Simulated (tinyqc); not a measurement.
Fermi-level pinning at a metal contact (Cowley-Sze model): one step of the calculation.

Interface states of density Ds lie behind a thin layer of thickness dl. Neglecting the depletion charge, the barrier for electrons is phi = S (pM - chi) + (1 - S) E0 with S = 1/(1 + q Ds dl/(eps0 ei)); the barrier for holes is Eg - phi.

Question. Barrier. Also the charge in the states, Ds (phi - E0), and the drop across the layer, pM - chi - phi.

Parameters, values chosen for the exercise; material values close to those of gallium arsenide: band gap Eg = 1.43 eV; electron affinity chi = 4.01 eV; density of interface states Ds = 2.1e14 cm^-2 eV^-1; depth of their neutrality level below the conduction edge E0 = 0.94 eV; thickness of the interface layer dl = 0.37 nm; its relative permittivity ei = 3.8; metal work function pM = 5.28 eV.

Constants: q = 1.602176634e-19 C, eps0 = 8.8541878128e-14 F/cm where lengths are in cm. Results are converted to the units shown.

Give: S; phi; barrier for holes; charge in the states; drop across the layer.

Answer.

S = 0.21277
phi = 1.0102 eV
barrier for holes = 0.41979 eV
charge in the states = 1.4745e13 cm^-2
drop across the layer = 0.25979 V

Computed by the program tinyqc: `OMP_NUM_THREADS=1 python tinyqc.py 2430142 2430143 out.jsonl`, one thread of a shared Intel Xeon 2.30GHz, about 0.01 s for the whole run.
